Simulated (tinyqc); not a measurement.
# Q-state Potts model on a small periodic square lattice: enumeration, Metropolis, heat-bath and Wolff steps, step by step

A worked calculation. Computed by tinyqc, a small Python program that keeps every step. Command: `OMP_NUM_THREADS=1 python tinyqc.py 3112718 3112719 out.jsonl potts walk`. One thread of a shared host (Intel(R) Xeon(R) Processor @ 2.30GHz), about 0.1 s of CPU time with the checks. Intermediate numbers are printed to about 7 digits and carried at full precision; extremes and crossings named in words are read from the listed rows.

E = -J x (number of nearest-neighbour bonds with equal states); n x n sites with periodic edges have 2 n^2 bonds. Order parameter m = (q f - 1)/(q - 1), f being the largest share of one state. Sites are numbered row by row from 0. Here q = 4 and n = 3.

Inputs (values chosen for the exercise, for a model of domains or grain orientations):
```
quantity             value  unit
number of states q       4     -
edge n                   3     -
coupling J              46   meV
temperature T          643     K
seed                597954     -
```

Update: heat bath.

Constants: k_B = 8.617333262e-05 eV/K.

## Scales

K = J/(k_B T); the infinite square lattice orders at K_c = ln(1 + sqrt(q)); Wolff bond probability p = 1 - exp(-K).

K = 0.8301833

K_c = 1.098612

T_c of the infinite lattice = 485.8928 K

p = 0.5640306

## Density of states

All q^(n^2) states are counted by their number b of equal bonds; weights g(b) exp(K b), K = J/(k_B T). Per site: u = -J <b>/n^2, c/k_B = K^2 (<b^2> - <b>^2)/n^2.

States by number of equal bonds:
```
b    g(b)   probability
0    1056  1.448934e-05
1    6048  1.903446e-04
2   26568  1.917925e-03
3   45360  7.510863e-03
4   63936  2.428322e-02
5   48384  4.215087e-02
6   34884  6.970679e-02
7   19872  9.108239e-02
8   10368  1.090013e-01
9    2784  6.713517e-02
10   2052  1.135017e-01
11    432  5.480909e-02
12    288  8.381184e-02
14    108  1.653578e-01
18      4  1.695262e-01
```

The most probable level has b = 18 of 18 bonds.

## Exact averages

ln Z = ln sum g(b) exp(K b); entropy per site s/k_B = (ln Z - K <b>)/n^2.

<b> = 10.97663

energy u = -56.10278 meV/site

heat capacity c = 1.363511 k_B/site

entropy s = 0.9990806 k_B/site

## Order parameter

The same sums with m: <m> and the Binder ratio U = 1 - <m^4>/(3 <m^2>^2).

<m> = 0.6166930

Binder ratio U = 0.4879074

## Eight single-site steps

start states:
```
   1  2  3
1  1  0  2
2  0  3  0
3  3  3  2
```

random numbers, one row a step:
```
        1       2       3
1  0.9940  0.7943  0.3357
2  0.4542  0.7038  0.9256
3  0.3011  0.7923  0.8478
4  0.5769  0.5925  0.8439
5  0.0804  0.5216  0.6099
6  0.0364  0.3725  0.0182
7  0.1112  0.1017  0.0803
8  0.2351  0.7662  0.6736
```

Site = floor(r1 n^2). State c is drawn with probability exp(K k_c)/sum exp(K k), k_c the number of neighbours in state c: the first c whose cumulative probability reaches r2; r3 is not used.

Steps:
```
site  old  neighbours in each state     P(old)     P(new)  new
8       2                   1 0 1 2  0.2114295  0.4849642    3
4       3                   3 0 0 1  0.1401900  0.7375729    0
2       2                   2 1 0 1  0.0921768  0.2114295    3
5       0                   2 0 0 2  0.4201436  0.4201436    3
0       1                   2 0 0 2  0.0798564  0.0798564    2
0       2                   2 0 0 2  0.0798564  0.4201436    0
1       0                   2 0 0 2  0.4201436  0.4201436    0
2       3                   2 0 0 2  0.4201436  0.4201436    3
```

states afterwards:
```
   1  2  3
1  0  0  3
2  0  0  3
3  3  3  3
```

## A longer run and its error bar

After 400 updates are discarded, b is recorded for 4000 sweeps of n^2 steps of the update named (random numbers not printed, so these rows are one sample). Records are averaged in blocks; the error is the scatter of block means over sqrt(number of blocks), and the last column its square over that for single records.

Blocking:
```
block length  mean b      error  variance ratio
1             11.253  0.0680416        1.000000
4             11.253  0.1088403        2.558768
16            11.253  0.1456341        4.581184
40            11.253  0.1583083        5.413260
100           11.253  0.1408155        4.283040
```

The run gives 11.253 +/- 0.158 (blocks of 40) against the exact 10.977, a difference of 1.7 error bars. Single records understate the error by a factor of about 2.3, because successive records are correlated.

## Across the transition

m and U = 1 - <m^4>/(3 <m^2>^2) from the same sums; K = K_c T_c/T.

Exact values for this lattice:
```
T/T_c  share of equal bonds  c (k_B/site)        <m>          U
0.50              0.9990290      0.038739  0.9993347  0.6665458
0.70              0.9855281      0.326874  0.9892186  0.6642856
0.85              0.9455653      0.902652  0.9555156  0.6547981
0.95              0.8929697      1.406261  0.9071940  0.6385949
1.00              0.8584398      1.619626  0.8740391  0.6260983
1.10              0.7787046      1.828643  0.7945574  0.5916323
1.25              0.6591590      1.590379  0.6697863  0.5230879
1.50              0.5211333      0.869952  0.5193403  0.4149182
2.00              0.4058923      0.286266  0.3912092  0.3231742
3.00              0.3364312      0.082426  0.3175877  0.3012311
```

c is largest, 1.83 k_B, at T/T_c = 1.1: on so small a lattice the transition is a broad bump. At T_c the infinite lattice has a share (1 + 1/sqrt(q))/2 = 0.750 of equal bonds, against 0.858 here. <m> stays at 0.32 at 3 T_c, since the largest share among 9 sites always exceeds 1/q on average.

Checks made by the program: number of states (relative difference below 1e-10).
